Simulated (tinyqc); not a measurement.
Electron mobility of a polar semiconductor by Rode's iterative solution of the Boltzmann equation. From mobility mu back to effective mass m. Computed by tinyqc, a small Python program. Command: `OMP_NUM_THREADS=1 python tinyqc.py 3028929 3028930 out.jsonl rode inv`. One thread of a shared host (Intel(R) Xeon(R) Processor @ 2.30GHz), about 0.08 s of CPU time with the checks.

The distribution is f(E) + e F l(E) (-df/dE) cos(theta) for a weak field F, theta counted from the force; l(E) is a mean free path. Elastic processes enter by their momentum rate, polar optical phonons by out- and in-scattering terms. One valley only: where upper valleys lie close, measured mobilities are lower. The density n is prescribed, even where a narrow-gap material would have more intrinsic carriers.

Inputs (values chosen for the exercise, modelled on InAs):
```
quantity,value,unit
static permittivity eps_s,15.1,-
high-frequency permittivity eps_inf,12.3,-
density rho,5680,kg/m^3
sound velocity v_l,4280,m/s
acoustic deformation potential D_A,6.2,eV
optical phonon energy hbar w,29.9,meV
electron density n,9e+14,1/cm^3
compensation ratio C,0,-
temperature T,500,K
grid points per phonon energy s,8,-
iteration cap,200,-
```

Band: parabolic. Elastic processes: acoustic, impurity.

Constants: k_B = 8.617333262e-05 eV/K; m_0 = 9.1093837015e-31 kg; e = 1.602176634e-19 C; hbar = 1.054571817e-34 J s; eps_0 = 8.8541878128e-12 F/m; k_B = 1.380649e-23 J/K; hbar = 6.582119569e-16 eV s.

Method:
- Parabolic band: E = hbar^2 k^2/(2 m), speed v = hbar k/m, states per spin, volume and energy g(E) = m k/(2 pi^2 hbar^2). Masses are multiplied by m_0 and all formulas are in SI units.
- The reduced Fermi level eta = E_F/(k_B T) solves n = 2 Z int g f dE with f = 1/(1 + exp(x - eta)) (Z = 1 unless valleys are given); screening length L_s = sqrt(eps_s eps_0 k_B T/(e^2 dn/deta)), dn/deta = 2 Z int g f (1 - f) dE.
- Integrals over x = E/(k_B T) use 160 Gauss-Legendre points in u = sqrt(x) from 0 to sqrt(max(eta, 0) + 32).
- N_I = n (1 + C)/(1 - C).
- Phonon occupation N_q = 1/(exp(hbar w/(k_B T)) - 1).
- Acoustic deformation potential (elastic, equipartition, absorption and emission together): 1/tau = 2 pi k_B T D_A^2 g(E)/(hbar rho v_l^2).
- Singly charged impurities, momentum relaxation: 1/tau = N_I e^4 m (1 + 2 alpha E) Phi/(8 pi (eps_s eps_0)^2 hbar^3 k^3), with alpha = 0 for a parabolic band.
- Brooks-Herring: Phi = ln(1 + b) - b/(1 + b), b = 4 k^2 L_s^2.
- Polar optical, unscreened: W = e^2 w (1/eps_inf - 1/eps_s) m (1 + 2 alpha E') ln|(k + k')/(k - k')| / (4 pi eps_0 hbar^2 k), times N_q for absorption (E' = E + hbar w) and N_q + 1 for emission (E' = E - hbar w > 0), with alpha = 0 for a parabolic band; mean cosine of the angle <cos> = (k^2 + k'^2)/(2 k k') - 1/ln|(k + k')/(k - k')|.
- Energy grid E_j = (j + 1/2) hbar w/s, j = 0, 1, ..., up to (max(eta, 0) + 18) k_B T, so that E_j +/- hbar w are grid points; l = 0 beyond the grid; integrals are sums times the spacing.
- With f' = f(E'): out-scattering S_o = sum over absorption and emission of W (1 - f')/(1 - f); nu = sum of elastic rates; the in-scattering weights are c+ = W_abs <cos> (1 - f')/(1 - f) for E' = E + hbar w and c- likewise for emission.
- Iteration: l_new(E) = [v(E) + c+ l(E + hbar w) + c- l(E - hbar w)]/(nu + S_o), from l = 0.
- mu = e sum g v l f (1 - f) / (3 k_B T sum g f) over the grid; stop when mu changes by less than 1e-8 of itself.

Question. A run gave the result below. Find the effective mass m, known to lie between 0.019 and 0.041 m_0.

mobility mu = 20526.75 cm^2/(V s)

Answer.

Each step takes the trial c = (a f_b - b f_a)/(f_b - f_a), f being the result less the target and a, b, c the logarithms of the listed values; c replaces end b, the old b replaces a if the sign of f changed, and otherwise f_a is halved.

Scan of the range:
```
effective mass m (m_0),mobility mu (cm^2/(V s))
0.0190,29373.6
0.0216,24183.1
0.0246,19844.9
0.0279,16379.5
0.0317,13473.8
0.0361,11037.3
0.0410,9072.3
```

False position (Illinois rule, in the logarithm of the input) inside the bracket:
```
step,end a,end b,trial,mobility mu (cm^2/(V s))
1,0.0216000,0.0246000,0.0241023,20472.0
2,0.0216000,0.0241023,0.0240256,20571.5
3,0.0241023,0.0240256,0.0240600,20526.7
4,0.0240256,0.0240600,0.0240600,20526.7
5,0.0240256,0.0240600,0.0240600,20526.8
6,0.0240600,0.0240600,0.0240600,20526.8
```

Mobility mu falls at every point of a 13-point scan of the range (every second point is shown), so one value fits; it is bracketed by 0.0216 and 0.0246. Answer: effective mass m = 0.02406 m_0.
